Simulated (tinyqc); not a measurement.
# Changing the frequency nu_O

Model: quasi-harmonic thermal expansion with mode Grueneisen parameters. Computed by tinyqc, a small Python program. Command: `OMP_NUM_THREADS=1 python tinyqc.py 3002067 3002068 out.jsonl qha sweep`. One thread of a shared host (Intel(R) Xeon(R) Processor @ 2.30GHz), about 0.06 s of CPU time with the checks.

A crystal with two atoms a cell; per atom there are 1 transverse acoustic (TA), 1/2 longitudinal acoustic (LA) and 3/2 optical (O) modes. Every frequency of group i scales as nu_i (V/V0)^(-gamma_i). Each group has one frequency. Static energy: E = (9 V0 B0/16) [y^3 B' + y^2 (2 - 4 y)], y = (V0/V)^(2/3) - 1, with pressure P_s = (3 B0/2) (z^7 - z^5) [1 + (3/4)(B' - 4)(z^2 - 1)], z = (V0/V)^(1/3).

Inputs (values chosen for the exercise, modelled on gallium nitride):
```
quantity                       value             unit
static volume V0                11.4  angstrom^3/atom
static bulk modulus B0           206              GPa
static B'                       4.15                -
frequency nu_TA                 5.48              THz
frequency nu_LA                 9.56              THz
Grueneisen parameter gamma_TA  0.048                -
Grueneisen parameter gamma_LA    1.1                -
Grueneisen parameter gamma_O     1.2                -
temperature T                    300                K
step factor f                    0.8                -
```

Acoustic groups: Einstein.

Constants: h x 1 THz = 4.135667696 meV; k_B = 8.617333262e-05 eV/K; 1 eV/angstrom^3 = 160.2176634 GPa.

Method:
- For a mode with x = h nu/(k_B T), n = 1/(exp(x) - 1): U = h nu (n + 1/2), C/k_B = x^2 n (n + 1); U_i and C_i sum these over group i with its weight per atom.
- Phonon pressure P_ph = sum_i gamma_i U_i/V.
- gamma_th = sum gamma_i C_i / sum C_i; volume expansion coefficient alpha_V = gamma_th C k_B/(B0 V0); linear coefficient alpha_V/3; first-order volume change P_ph/B0.
- Start at V0 and step V(new) = V [1 + f (P_s + P_ph)/B0]; stop when |P_s + P_ph| < 1e-8 GPa, after 60 steps, or when V leaves 0.7 to 1.3 V0.
- B_T = -V d(P_s + P_ph)/dV at fixed T (central difference, step 1e-4 V); alpha_V = sum gamma_i C_i k_B/(B_T V), all at V(T); the linear coefficient is alpha_L = alpha_V/3.
- C_P - C_V = alpha_V^2 B_T V T; the optical frequency is nu_O (V/V0)^(-gamma_O).
- At T = 0, U_i is the zero-point energy (h nu/2 a mode); solve P_s + P_ph = 0.

One run for each value; columns: (1) frequency nu_O (THz); (2) zero-point volume change (%); (3) linear expansion coefficient (ppm/K); (4) gamma_th at V0; (5) volume change from V0 (%):
```
(1)       (2)     (3)      (4)     (5)
9.45   0.3183  3.9484  0.76762  0.5031
11.90  0.3807  3.6535  0.74563  0.5354
18.80  0.5565  2.7691  0.66387  0.6548
23.70  0.6815  2.2214  0.59681  0.7578
29.80  0.8373  1.7143  0.51827  0.8986
37.50  1.0343  1.3313  0.44473  1.0872
47.20  1.2827  1.1141  0.39626  1.3323
```

Give the missing row, frequency nu_O (THz) = 15.00.

Computed row; columns: (1) frequency nu_O (THz); (2) zero-point volume change (%); (3) linear expansion coefficient (ppm/K); (4) gamma_th at V0; (5) volume change from V0 (%):
```
(1)       (2)     (3)      (4)     (5)
15.00  0.4596  3.2534  0.71194  0.5845
```

Interpolating between the two neighbouring rows (linearly) misses most in volume change from V0 (%), by 0.78 %. Over the rows, zero-point volume change (%) rises from 0.318 to 1.28 (exponent d ln y / d ln x 0.78 between the first rows and 0.94 between the last); linear expansion coefficient (ppm/K) falls from 3.95 to 1.11 (exponent d ln y / d ln x -0.34 between the first rows and -0.77 between the last); gamma_th at V0 falls from 0.768 to 0.396 (exponent d ln y / d ln x -0.13 between the first rows and -0.50 between the last). A stiffer optical group stores more zero-point energy, which pushes the volume up in proportion to gamma_O nu_O, but it freezes out of the heat capacity and so adds less to alpha at this T.
